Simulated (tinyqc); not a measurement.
Potential-pH (Pourbaix) lines of a metal, its cation, its oxide and an oxyanion, with a complexing ligand: one step, computed by the program tinyqc. Command: `OMP_NUM_THREADS=1 python tinyqc.py 3026499 3026500 out.jsonl pourb walk`. One thread of a shared host (Intel(R) Xeon(R) Processor @ 2.30GHz), about 0.01 s of CPU time with the checks.

Potentials are against the standard hydrogen electrode; solids and water have unit activity; dG_f of M, H+ and the electron is zero; F = e N_A and s = R T ln(10)/F. The cation carries z = 2.

Task: A complexing ligand. M2+ + 2e = M; MO + 2H+ + 2e = M + H2O; MO2(2-) + 4H+ + 2e = M + 2H2O. For each, E0 = -dG/(z F), and E = E0 + (s/z) log10 a - (s n_H/z) pH, with no activity term for the oxide. The free ligand is c_L/(1 + 10^(pKa - pH)) (ligand in excess); dissolved metal is a in all, so the free cation is a/alpha, alpha = 1 + beta [L]; the cation line drops by (s/z) log10 alpha.

Inputs (values chosen for the exercise, modelled on tin):
```
quantity                                     value   unit
temperature T                               298.15      K
log10 of the dissolved activity a               -3      -
pH                                             8.7      -
log10 of the stability constant beta of ML     9.7      -
pKa of HL                                      8.1      -
total ligand c_L                            0.0028  mol/L
```

Species: M, M2+, MO, MO2(2-).

E0 (V): cation -0.1427160, oxide -0.0700625, oxyanion 0.9004996

s = 0.05915935 V

Give: free ligand; log10 alpha; cation line with ligand; that line less the oxide line.

Result:

free ligand = 0.0022379 mol/L

log10 alpha = 7.0498

cation line with ligand = -0.43999 V

that line less the oxide line = 0.14476 V

The oxide still lies below the complexed cation at this pH. Caution: the ligand is not in tenfold excess over the metal, as assumed.
